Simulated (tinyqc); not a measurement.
Solubility, supersaturation, precipitation and gettering of an impurity in a silicon-like host: one step, computed by the program tinyqc.

The wafer was saturated at T1 and is then held at T.

Task: Segregation into a layer on one face. k = k_0 exp(E_g/(k_B T)); in equilibrium the bulk keeps C/C0 = 1/(1 + k t_g/w). For a strong sink on one face the slowest diffusion mode has tau_w = 4 w^2/(pi^2 D), and C/C0 is estimated as c_eq + (1 - c_eq)(8/pi^2) sum over odd m up to 99 of exp(-m^2 t/tau_w)/m^2. Precipitation is left out here.

Inputs (values chosen for the exercise, modelled on iron in silicon): temperature of saturation T1 = 1475 K; anneal temperature T = 878 K; anneal time t = 6.8 s; wafer thickness w = 200 micrometre; segregation energy E_g = 0.43 eV; segregation prefactor k_0 = 0.1; getter layer thickness t_g = 0.29 micrometre.

Gettering: segregation gettering in a layer.

D(T) = 1.963945e-07 cm^2/s

Constants: k_B = 8.617333262e-05 eV/K.

Give: segregation coefficient k; equilibrium C/C0; tau_w; mean C/C0 at t.

Result:

segregation coefficient k = 29.39

equilibrium C/C0 = 0.9591

tau_w = 825.5 s

mean C/C0 at t = 0.9973

Diffusion and capacity both matter. Caution: the barrier to homogeneous nucleation is below 35 k_B T for these inputs, so new precipitates would form and outnumber the fixed sinks assumed here.
